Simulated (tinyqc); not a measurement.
What moves the Penn gap and the ionicity: Penn model of the dielectric constant and Phillips ionicity.

n = 32/a^3; Ep^2 = 8 pi c e2 n with c = hbar^2/2m0, e2 = e^2/(4 pi eps0); EF = c (3 pi^2 n)^(2/3); eps = 1 + (Ep/Eg)^2 S with S = 1 - Eg/(4 EF) + (Eg/(4 EF))^2/3, Eg the Penn gap. Core d shells are left out.

Phillips: bond length d = sqrt(3) a/4; homopolar gap Eh = 39.74 d^(-2.48) eV (d in angstrom); Eg^2 = Eh^2 + C^2; ionicity fi = C^2/Eg^2.

Constants: hbar^2/2m0 = 3.80998211 eV angstrom^2; e^2/(4 pi eps0) = 14.39964547 eV angstrom.

Values chosen for the exercise (out of a larger set: near those of AlN; not measured data): a = 4.38 angstrom (cubic lattice constant, 32 valence electrons a cell); ei = 4.94 (high-frequency dielectric constant).

Eg from ei; fi = 1 - (Eh/Eg)^2, printed even where negative.

One parameter was then changed.

Results before and after:
```
case     Ep (eV)  Eg (eV)  Eh (eV)     fi
base      22.915   10.745    8.126  0.428
changed   22.241   10.422    7.734  0.449
```

Which of these changes was made? (a) ei = 4.45; (b) a = 4.468 angstrom.
Answer: (b) a = 4.468 angstrom. Of the candidates, run in turn, only this one gives the changed row.

All candidates:
```
case                Ep (eV)  Eg (eV)  Eh (eV)     fi
base                 22.915   10.745    8.126  0.428
a = 4.468 angstrom   22.241   10.422    7.734  0.449
ei = 4.45            22.915   11.429    8.126  0.495
```

With the tabulated Phillips C of about 7.3 eV, fi would be 0.45; this model leaves out the d-shell factor.

Computed by tinyqc, a small Python program: `OMP_NUM_THREADS=1 python tinyqc.py 1651531 1651532 out.jsonl` (the numbers bound the seed that draws the inputs); one thread of a shared host (Intel(R) Xeon(R) Processor @ 2.30GHz), about 0.01 s for the whole set of steps.
